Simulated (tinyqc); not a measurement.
Delta-doped HEMT, charge control: effect of the gate voltage.

A two-dimensional electron gas of density ns under a barrier. EF and the subbands are counted from the conduction-band edge of the channel at the interface. Two subbands of a triangular well with an infinite wall, parabolic band, no carriers in the barrier.

Fully depleted barrier with eb = ebr: Vp = q ND (d - ds)/(eps0 eb); donors per area ND; Voff = phiB - dEc - Vp. F = q (eta ns + Nb)/(eps0 ec) in eV/nm; E_k = a_k (C F^2/me)^(1/3), a_0 = 2.338107, a_1 = 4.087949, C = hbar^2/(2 m0); D = me m0 q/(pi hbar^2); ns = D Vt [ln(1 + exp((EF - E_0)/Vt)) + ln(1 + exp((EF - E_1)/Vt))], which gives EF = E_0 + Vt ln{2 s/[(1 + u) + sqrt((1 + u)^2 + 4 u s)]} with s = exp(ns/(D Vt)) - 1, u = exp((E_0 - E_1)/Vt). Charge control: ns + Nb = eps0 eb (Vg - Voff - EF)/(q d). Gate capacitance C = q dns/dVg = eps0 eb/(d + dd), dd = (eps0 eb/q) dEF/dns.

Parameters, values chosen for the exercise; material values close to those of AlGaAs on GaAs:

| symbol | value | unit | meaning |
|---|---|---|---|
| T | 300 | K | temperature |
| d | 20 | nm | barrier thickness from gate to channel |
| ds | 4.6 | nm | undoped spacer next to the channel |
| me | 0.067 | m0 | electron mass in the channel |
| ec | 13.2 |  | relative permittivity of the channel |
| ebr | 11.9 |  | relative permittivity of the barrier |
| phiB | 0.977 | eV | barrier height of the gate |
| dEc | 0.225 | eV | conduction-band offset |
| ND | 3.5e12 | cm^-2 | sheet density of the donor plane at ds from the channel |
| eta | 0.5 |  | share of ns that counts in the confining field |
| Nb | 0 | cm^-2 | depletion charge of the buffer |

Constants: q = 1.602176634e-19 C, kB = 1.380649e-23 J/K, hbar = 1.054571817e-34 J s, m0 = 9.1093837015e-31 kg, Vt = kB T/q, eps0 = 8.8541878128e-14 F/cm where lengths are in cm, hbar^2/(2 m0) = 0.0380998212 eV nm^2. Results are converted to the units shown.

The same in every row: Voff (V) = -0.067603.

Result of one run:

| ns (cm^-2) | EF (eV) | EF - E_0 (eV) | second subband (%) | dd (nm) | C (uF/cm^2) | EF/dEc |
|---|---|---|---|---|---|---|
| 6.9107e11 | 0.057435 | 0.0028005 | 21.603 | 7.4371 | 0.38402 | 0.25527 |

Which gate voltage Vg gave this result: -0.22, -0.13, -0.05, 0.2 or 0.45 V?

Vg = 0.2 V.

The whole series:

| Vg (V) | ns (cm^-2) | EF (eV) | EF - E_0 (eV) | second subband (%) | dd (nm) | C (uF/cm^2) | EF/dEc |
|---|---|---|---|---|---|---|---|
| -0.22 | 3.5057e9 | -0.15346 | -0.15508 | 48.834 | 513.08 | 0.019765 | -0.68206 |
| -0.13 | 4.6225e10 | -0.076455 | -0.085458 | 43.622 | 48.712 | 0.15334 | -0.33980 |
| -0.05 | 1.5514e11 | -0.029578 | -0.049758 | 36.477 | 18.888 | 0.27094 | -0.13146 |
| 0.03 | 3.0699e11 | 0.0042397 | -0.027569 | 30.276 | 11.869 | 0.33062 | 0.018843 |
| 0.12 | 5.0356e11 | 0.034459 | -0.0097815 | 25.032 | 8.8140 | 0.36567 | 0.15315 |
| 0.2 | 6.9107e11 | 0.057435 | 0.0028005 | 21.603 | 7.4371 | 0.38402 | 0.25527 |
| 0.28 | 8.8606e11 | 0.078135 | 0.013655 | 19.018 | 6.5912 | 0.39624 | 0.34727 |
| 0.37 | 1.1115e12 | 0.099579 | 0.024581 | 16.835 | 5.9654 | 0.40579 | 0.44257 |
| 0.45 | 1.3157e12 | 0.11747 | 0.033542 | 15.365 | 5.5754 | 0.41198 | 0.52208 |
| 0.53 | 1.5227e12 | 0.13453 | 0.042020 | 14.225 | 5.2823 | 0.41675 | 0.59791 |

As Vg goes from -0.22 to 0.53, ns rises from 3.51e9 to 1.52e12 cm^-2, EF rises from -0.153 to 0.135 eV and C rises from 0.0198 to 0.417 uF/cm^2. In the last row C is 79.1 % of eps0 eb/d. The line through the last two rows reaches ns = 0 at Vg = -0.0586 V, above Voff = -0.0676 V since part of the gate voltage goes into raising EF. The second subband holds over 20 % for Vg = -0.22, -0.13, -0.05, 0.03, 0.12, 0.2, where the higher subbands left out would add electrons. For Vg = 0.37, 0.45, 0.53 the band minimum in the barrier comes within 3 Vt of EF or below it, so the barrier is no longer depleted and takes electrons that the model puts in the channel.

Numbers from tinyqc (`OMP_NUM_THREADS=1 python tinyqc.py 2180037 2180038 out.jsonl`; about 0.01 s on one thread of a shared Intel Xeon 2.30GHz).
